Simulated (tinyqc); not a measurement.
Off-state leakage of single and stacked transistors: one step of the calculation.

n-channel devices of unit width. Subthreshold current I(Vg, Vs, Vd) = I0 (T/300 K)^0.5 exp[(Vg - Vs - VT(T) - gb (Vs - Vb) + dd (Vd - Vs))/(nf Vt)] (1 - exp(-(Vd - Vs)/Vt)), VT(T) = VT - cT (T - 300 K). Gate-edge tunnelling Ig (Vd/1 V) exp(ag (Vd - 1 V)), for a gate at 0 V, and band-to-band leakage Ab u exp(-Bb/u), u = Vd - Vb + 1 V, flow at a drain held at V; both are taken as independent of T. In a stack of off transistors (all gates at 0 V) the same subthreshold current passes through each.

Problem. Leakage of one transistor. Vg = Vs = 0, Vd = V; effective threshold VT(T) - gb Vb - dd V.

Values chosen for this exercise; values of the order met in bulk silicon logic transistors:
- T = 300 K (temperature)
- V = 0.7 V (supply voltage)
- VT = 0.47 V (threshold at 300 K, zero drain and body bias)
- cT = 0.6 mV/K (fall of the threshold with temperature)
- I0 = 0.57 uA/um (current at threshold at 300 K)
- nf = 1.28 (slope factor)
- dd = 0.16 (drain-induced lowering per volt)
- gb = 0.13 (rise of the threshold per volt of source-body bias)
- Ig = 3e-5 uA/um (gate-edge tunnelling current at 1 V)
- ag = 4.4 1/V (exponential slope of the gate current)
- Ab = 1 uA/(um V) (prefactor of band-to-band leakage at the drain)
- Bb = 28 V (its exponential voltage)
- Vb = -0.6 V (body voltage)

Constants: q = 1.602176634e-19 C, kB = 1.380649e-23 J/K, Vt = kB T/q. Results are converted to the units shown.

Give: effective threshold; parts; total; shares.

Solution.

effective threshold = 0.43600 V
parts (nA/um): subthreshold 0.0010805, gate edge 0.0056098, band-to-band 0.011876
total = 0.018566 nA/um
shares (%): subthreshold 5.8197, gate edge 30.215, band-to-band 63.965

The band-to-band part is the largest.

Computed by the program tinyqc: `OMP_NUM_THREADS=1 python tinyqc.py 2242274 2242275 out.jsonl`, one thread of a shared Intel Xeon 2.30GHz, about 0.03 s for the whole run.
